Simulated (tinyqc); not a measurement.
# Worked calculation: ferroelectric with a first-order transition, Landau-Devonshire energy

Program tinyqc, `OMP_NUM_THREADS=1 python tinyqc.py 2860026 2860027 out.jsonl`; Intel Xeon 2.30GHz, shared host, one thread, about 0.01 s. Printed values are rounded.

One domain with free energy u = al P^2 + be P^4 + ga P^6 - E P, al = a0 (T - T0), be < 0 < ga (P in uC/cm^2, E in kV/cm, u in mJ/cm^3). Equilibrium: E = 2 al P + 4 be P^3 + 6 ga P^5; a state is stable against small changes where dE/dP > 0. The coercive field is that of uniform switching, which real films, switching by domains, do not reach.

Inputs (values chosen for the exercise):
- a0 = 0.01 kV cm/(uC K) (slope of the quadratic coefficient)
- T0 = 600 K (Curie-Weiss temperature)
- be = -0.0019 kV cm^5/uC^3 (quartic coefficient)
- ga = 2.7e-6 kV cm^9/uC^5 (sixth-order coefficient)
- T = 580 K (temperature)
- Ea = -11 kV/cm (applied field)

Constants: eps0 = 8.8541878128e-14 F/cm where lengths are in cm. Results are converted to the units shown.

## Spontaneous polarisation, coercive field and susceptibility

Ps^2 = [-be + sqrt(be^2 - 3 al ga)]/(3 ga); Pc^2 = [-3 be + sqrt(9 be^2 - 15 al ga)]/(15 ga), Ec = -E(Pc); susceptibility chi = 1/(eps0 dE/dP).

al = -0.2 kV cm/uC
Ps = 22.73551 uC/cm^2
u(Ps) at E = 0 = -238.1404 mJ/cm^3
Pc = 17.26413 uC/cm^2
Ec = 21.16707 kV/cm
chi at Ps = 1194.265

## Transition temperatures

TC = T0 + be^2/(4 a0 ga), where u(Ps) = u(0); T1 = T0 + be^2/(3 a0 ga), where the polar minimum disappears. At TC the polarisation jumps from sqrt(-be/(2 ga)) to zero, with latent heat TC a0 Ps^2.

TC = 633.4259 K
T1 = 644.5679 K
jump of P = 18.75771 uC/cm^2
latent heat = 2.228721 J/cm^3

Thermal hysteresis can span T0 to T1, 44.6 K.

## Iteration 1: polarisation on the upper branch by Newton steps

P at the start = 22.7 uC/cm^2

f = 2 al P + 4 be P^3 + 6 ga P^5 - Ea, f' = 2 al + 12 be P^2 + 30 ga P^4, P(new) = P - f/f'.

f = 10.66589 kV/cm
f' = 9.358815 kV cm/uC
P after iteration 1 = 21.56034 uC/cm^2

## Iteration 2: polarisation on the upper branch by Newton steps

As before.

f = 1.679721 kV/cm
f' = 6.504251 kV cm/uC
P after iteration 2 = 21.30209 uC/cm^2

## Course of the iteration: polarisation on the upper branch by Newton steps

Stop when P changes by less than 1e-10 uC/cm^2, or after 40 iterations. The rule counts as met only at the stable state of positive P.

Course of the iteration:

| iteration | P (uC/cm^2) | \|change\| (uC/cm^2) |
|---|---|---|
| 1 | 21.56034 | 1.14 |
| 2 | 21.30209 | 0.258 |
| 3 | 21.28956 | 0.0125 |
| 4 | 21.28953 | 2.87e-5 |
| 5 | 21.28953 | 1.50e-10 |
| 6 | 21.28953 | < 1e-12 |

Converged in 6 iterations. At the end the number of correct digits about doubles with each step. There chi = 1910, and the state is metastable, since the field opposes P.
